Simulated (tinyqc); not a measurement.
The lens: binary melting diagram from solution models of liquid and solid. Computed by tinyqc, a small Python program. Command: `OMP_NUM_THREADS=1 python tinyqc.py 3025086 3025087 out.jsonl melt walk`. One thread of a shared host (Intel(R) Xeon(R) Processor @ 2.30GHz), about 0.01 s of CPU time with the checks.

x is the fraction of B. In a phase with interaction L: mu_A = G_A + R T ln(1 - x) + L x^2, mu_B = G_B + R T ln x + L (1 - x)^2. Melting: G(liquid) - G(solid) = H (1 - T/T_m) for each pure component.

Inputs (values chosen for the exercise, modelled on Si-Ge): melting point T_A = 1687 K; melting point T_B = 1211 K; heat of melting H_A = 50.2 kJ/mol; heat of melting H_B = 36.8 kJ/mol; liquid interaction L_L = 6.1 kJ/mol; solid interaction L_S = 3.7 kJ/mol.

Diagram: complete solid solution (lens).

Constants: R = 8.314462618 J/(mol K).

Method. Equal potentials: F_A = dG_A + R T ln[(1 - xl)/(1 - xs)] + L_L xl^2 - L_S xs^2 = 0, F_B = dG_B + R T ln(xl/xs) + L_L (1 - xl)^2 - L_S (1 - xs)^2 = 0. Newton steps from the ideal values with the exact Jacobian, halved if x would leave (0, 1); stop below 1e-12, residuals under 1e-7 shown as 0.

Liquidus and solidus:
```
T (K)       xl       xs  ideal xl  ideal xs
1663   0.08796  0.03668   0.07765   0.02875
1592   0.33725  0.14003   0.28996   0.12091
1520   0.55244  0.24497   0.47884   0.22778
1449   0.71434  0.36020   0.63933   0.35076
1378   0.83207  0.50039   0.77480   0.49754
1306   0.91856  0.68295   0.88745   0.68027
1235   0.98199  0.91231   0.97529   0.90842
```

The lens is widest among these rows at 1449 K (0.354 in x, ideal 0.289). L_L - L_S = +2.4 kJ/mol, relative to the mixed solid, penalises the mixed liquid, and the liquidus lies above the ideal one in every row.
